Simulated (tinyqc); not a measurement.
Inside a calculation. Model: surface photovoltage measurement of the minority-carrier diffusion length in a wafer. Computed by tinyqc, a small Python program that keeps every step. Command: `OMP_NUM_THREADS=1 python tinyqc.py 3130065 3130066 out.jsonl spv walk`. One thread of a shared host (Intel(R) Xeon(R) Processor @ 2.30GHz), about 0.01 s of CPU time with the checks. Intermediate numbers are printed to about 7 digits and carried at full precision; extremes and crossings named in words are read from the listed rows.

Low injection, steady light, a depletion layer much thinner than 1/alpha and L. The excess density dn is taken at the front edge of the neutral region; light that reaches the back is lost.

Inputs (values chosen for the exercise, modelled on p-type silicon at room temperature):
```
quantity,value,unit
diffusion length L,280,micrometre
wafer thickness W,625,micrometre
diffusivity D,31.1,cm^2/s
front recombination velocity S_f,260,cm/s
back recombination velocity S_b,99000,cm/s
photon flux entering,1.7e+13,1/(cm^2 s)
minority density at the surface barrier scale n_0,1e+08,1/cm^3
temperature T,298,K
wavelength,818,nm
relative noise of each reading,0.5,%
diffusion length after pair splitting over L,0.54,-
iron factor C,1.02e+16,micrometre^2/cm^3
```

Constants: k_B = 8.617333262e-05 eV/K.

## One wavelength

alpha = (84.732/lambda - 76.417)^2 per cm with lambda in micrometre (an empirical fit for silicon between 0.7 and 1.05 micrometre). Thick wafer: dn = Phi L/((S_f + D/L)(L + 1/alpha)). Finite wafer, with s = S_b L/D, w = W/L, a = alpha L: dn = [Phi a/(a^2 - 1)] [a - B - exp(-alpha W)(a - s)/(cosh w + s sinh w)]/(S_f + B D/L), B = (sinh w + s cosh w)/(cosh w + s sinh w). Photovoltage V = (k_B T/e) ln(1 + dn/n_0). Lifetime = L^2/D.

alpha = 738.0650 1/cm

penetration depth 1/alpha = 13.54894 micrometre

dn, thick wafer = 1.182986e+10 1/cm^3

B = 1.022771

dn, finite wafer = 1.160208e+10 1/cm^3

photovoltage V = 122.2955 mV

lifetime = 25.20900 microsecond

Caution: dn is not small against n_0, so V is not linear in the flux; the constant-flux reading then needs dn, not V.

## The linear plot

normal deviates g for the noise: [0.70, -0.15, -1.98, -1.56, -0.42, -1.39, 0.32]

Readings y = (Phi/dn) (1 + noise x g) at 780, 830, 880, 920, 950, 975 and 995 nm; a least-squares line y = c (1/alpha + L_app) gives L_app = intercept/slope.

Readings:
```
lambda (nm),1/alpha (micrometre),y (cm/s),line (cm/s)
780,9.6364,1450.283,1436.924
830,15.1760,1472.488,1466.267
880,25.3298,1510.645,1520.053
920,40.6576,1592.405,1601.246
950,61.2783,1708.849,1710.476
975,90.9173,1856.581,1867.477
995,130.8877,2090.396,2079.204
```

slope = 5.297100 cm/(s micrometre)

apparent length L_app = 261.6297 micrometre

error of L_app (rounded to 0.001) = -6.561 %

Without noise the error would be -5.9 %, from the finite thickness at W/L = 2.2. S_f scales all readings alike and leaves L_app unchanged.

## Where the wafer is too thin

No noise; L is varied at fixed W, and the last two columns set S_b to 0 and to 1e7 cm/s.

Apparent length (micrometre):
```
L,W/L,given S_b,S_b = 0,S_b = 1e7
31.2,20.03205,31.2000,31.200,31.2000
62.5,10.00000,62.4998,62.500,62.4998
125.0,5.00000,124.8606,125.115,124.8542
188.0,3.32447,185.7754,190.024,185.7058
312.0,2.00321,286.0173,338.142,285.5368
500.0,1.25000,377.4311,647.187,376.1308
812.0,0.76970,440.3713,1396.394,438.2356
1310.0,0.47710,471.5790,3034.829,468.9451
2500.0,0.25000,487.5737,7352.900,484.6627
```

With a fast back surface L_app levels off, at 485 micrometre in the last row; with a passive one it reaches up to 2.94 times L among these rows and is 7350 in the last. All three columns are within 5 % of L down to W/L = 3.3.

## Iron from two lengths

Splitting iron-boron pairs in boron-doped silicon shortens L; with nothing else changing, [Fe] = C (1/L_after^2 - 1/L^2). It is evaluated with the true lengths and with the apparent ones (without noise), which differ when the wafer is not thick against L.

L_after = 151.2 micrometre

[Fe] from the true lengths = 3.160641e+11 1/cm^3

[Fe] from the apparent lengths = 3.024386e+11 1/cm^3

bias, apparent over true less 1 (rounded to 0.001) = -4.311 %

Checks made by the program: dn against a finite-difference solution (relative difference 1e-05).
